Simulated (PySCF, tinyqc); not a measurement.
Inside a calculation. Method: MP2 on RHF in the sto-3g basis, for H4, spin multiplicity 1. The lowest restricted solution is unstable here: a spin-polarised one lies 0.0024 hartree lower (PySCF). One step of it, computed by the program tinyqc.

Task: Orthogonalisation. S = U s U^T; symmetric (Loewdin) form X = U s^(-1/2) U^T, so that X^T S X = 1.

overlap S, lower triangle:
```
          1H 1s     2H 1s     3H 1s     4H 1s
1H 1s  1.000000
2H 1s  0.407511  1.000000
3H 1s  0.039705  0.273373  1.000000
4H 1s  0.003103  0.039705  0.407511  1.000000
```

Give: eigenvalues of S; X.

Result:

eigenvalues of S: 0.4699  0.6711  1.2536  1.6054

X, lower triangle:
```
         1H 1s    2H 1s    3H 1s   4H 1s
1H 1s   1.0729
2H 1s  -0.2360   1.1080
3H 1s   0.0295  -0.1655   1.1080
4H 1s  -0.0055   0.0295  -0.2360  1.0729
```
